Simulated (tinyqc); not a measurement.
Comparisons within one model: thin (001) film in sp3s* tight binding with raised dangling bonds. A value that a table varies takes the place of the one given here.

Planes alternate anion (a), cation (c) along [001], a/4 apart, starting with an anion; zero in-plane momentum; levels counted from the bulk Ev, the lower root of [[Epa, Vxx], [Vxx, Epc]]; no spin-orbit coupling. Block of s, pz, s*: from an anion to the cation above, Vss/2 (s,s), Vsapc/2 (s,z), -Vscpa/2 (z,s), Vxx/2 (z,z), Vxapc/2 (s*,z), -Vpaxc/2 (z,s*); to the cation below the same with the s-z and s*-z signs reversed. Block of u = (px + py)/sqrt2 and v = (px - py)/sqrt2: to the cation above (Vxx + Vxy)/2 for u and (Vxx - Vxy)/2 for v, to the cation below the reverse. Each surface atom has two dangling sp3 hybrids; raising both by dl adds (dl/2) [[1, t], [t, 1]] to its s, pz levels (t = -1 at the bottom face, +1 at the top) and dl to the one of u, v in whose plane the missing bonds lie (v for a bottom anion or a top cation, u for a top anion).

Inputs chosen for the exercise (near a published set for Si, fitted to gaps, whose masses and valley positions are rough; not measured data): p = (-4.215, 1.715, -4.215, 1.715, 6.7, 6.7, -8.271, 1.714, 4.574, 5.724, 5.724, 5.375, 5.375) eV (order Esa, Epa, Esc, Epc, Exa, Exc, Vss, Vxx, Vxy, Vsapc, Vscpa, Vxapc, Vpaxc); Nw = 21 (planes in the thicker film); a = 5.43 angstrom (lattice constant); dp = 30 eV (value of dl for the passivated films); Ns = (8, 11, 15, 21, 27, 37, 53, 70) (numbers of planes); N0 = 19 (first number of planes).

## States in the gap of a film

edges (eV): Gamma 3.42800, Delta 1.17244

Levels between 0 and the lower bulk edge, the largest weight on the two outer planes of both faces among them, and the nearest levels outside, for several shifts dl.

Film of Nw planes:

| dl (eV) | levels in the gap | at (eV) | surface weight | next above (eV) | next below (eV) |
|---|---|---|---|---|---|
| 0 | 2 | 0.249, 0.308 | 0.73 | 1.2282 | -0.1031 |
| 1 | 2 | 0.733, 0.751 | 0.82 | 1.2282 | -0.0998 |
| 2 | 1 | 1.165 | 0.39 | 1.1939 | -0.0978 |
| 3 | 0 | - | - | 1.2176 | -0.0965 |
| 5 | 0 | - | - | 1.2258 | -0.0949 |
| 10 | 0 | - | - | 1.2282 | -0.0931 |
| 30 | 0 | - | - | 1.2282 | -0.0913 |
| 100 | 0 | - | - | 1.2282 | -0.0906 |

Can the levels of the bare film be read as confined subbands?

No: with bare surfaces (dl = 0) 2 levels lie in the bulk gap, with up to 73 % of the weight on the four outer planes, two a face, where an even spread gives 19 %; these are dangling-bond states, not subbands. The reruns show the bulk gap clear from dl = 3 eV on, and at dl = 30 eV the next level above lies 0.0 meV from its value at 100 eV.

## Gap against thickness

Passivated films (finite dp, so levels can still be some meV from their limit), thickness N a/4. Highest level below mid-gap (either block) and the two lowest above it. The exponents are -d ln(shift)/d ln N between the sixth and the last film, for the valence level and for the mean of the two conduction levels.

Levels (eV):

| N | thickness (angstrom) | Ev1 | Ec1 | Ec2 | gap |
|---|---|---|---|---|---|
| 8 | 10.86 | -0.3554 | 1.4665 | 1.5479 | 1.8219 |
| 11 | 14.93 | -0.2672 | 1.3427 | 1.3817 | 1.6098 |
| 15 | 20.36 | -0.1621 | 1.2761 | 1.2820 | 1.4382 |
| 21 | 28.51 | -0.0913 | 1.2282 | 1.2298 | 1.3195 |
| 27 | 36.65 | -0.0584 | 1.2062 | 1.2086 | 1.2646 |
| 37 | 50.23 | -0.0328 | 1.1913 | 1.1916 | 1.2241 |
| 53 | 71.95 | -0.0167 | 1.1817 | 1.1820 | 1.1984 |
| 70 | 95.03 | -0.0095 | 1.1779 | 1.1779 | 1.1874 |

exponents: valence 1.94, conduction 1.96

The gap is 1.822 eV at 10.9 angstrom and 1.187 eV at 95.0, against 1.172 eV in the bulk along this line. At 21 planes the conduction side gives 56 meV of the widening and the valence side 91 meV. A hard-walled parabolic band has exponent 2; departures come from the offset between N a/4 and the effective width, from non-parabolicity and from the termination (odd and even N end differently: in the direction of the bond rows at the two faces and, in a compound, in the kind of atom), which also makes single steps in N uneven. Ec1 and Ec2 are the doublet of the two Delta valleys along the normal.

## Valley splitting plane by plane

kz of the minimum = 0.73183 2 pi/a

Ten passivated films from N0 planes on; the phase is N pi k0/2 modulo pi, k0 the position of the bulk minimum.

Lowest doublet:

| N | phase/pi | mean shift (meV) | splitting (meV) |
|---|---|---|---|
| 19 | 0.952 | 68.50 | 7.747 |
| 20 | 0.318 | 62.11 | 5.895 |
| 21 | 0.684 | 56.53 | 1.614 |
| 22 | 0.050 | 51.84 | 5.656 |
| 23 | 0.416 | 47.54 | 2.828 |
| 24 | 0.782 | 43.82 | 2.348 |
| 25 | 0.148 | 40.57 | 3.942 |
| 26 | 0.514 | 37.57 | 1.014 |
| 27 | 0.880 | 34.96 | 2.409 |
| 28 | 0.246 | 32.61 | 2.596 |

The splitting ranges from 1.01 meV (N = 26) to 7.75 meV (N = 19), while the mean shift goes from 69 to 33 meV and falls steadily. The splitting changes direction 5 times in these ten films, and one plane more changes it by up to 4.28 meV: it hangs on the phase between the two faces, which is why atomic steps matter.

## What each change does

A film of Nw planes with shift dp: highest level below mid-gap (half the lower bulk edge) and the two lowest above. Each row changes one parameter from the base and keeps the others.

Results:

| case | Ev1 (eV) | Ec1 (eV) | Ec2 (eV) |
|---|---|---|---|
| base | -0.0913 | 1.2282 | 1.2298 |
| Nw = 25 | -0.0671 | 1.2110 | 1.2150 |
| dp = 15 eV | -0.0923 | 1.2282 | 1.2292 |

The largest shifts from the base row, up to three for each result and ties (the steps differ in size, so this ranks the rows, not the parameters). Ev1 (eV): Nw +0.0242, dp -0.0009. Ec1 (eV): Nw -0.0171; unchanged at the printed digits by dp. Ec2 (eV): Nw -0.0148, dp -0.0006. An odd change of Nw also changes which atoms end the film, so levels need not move as thickness alone would move them; the row for dp shows how far the passivation is from converged.

Program tinyqc; command `OMP_NUM_THREADS=1 python tinyqc.py 1450470 1450471 out.jsonl`; about 0.3 s on one thread of a shared Intel(R) Xeon(R) Processor @ 2.30GHz.
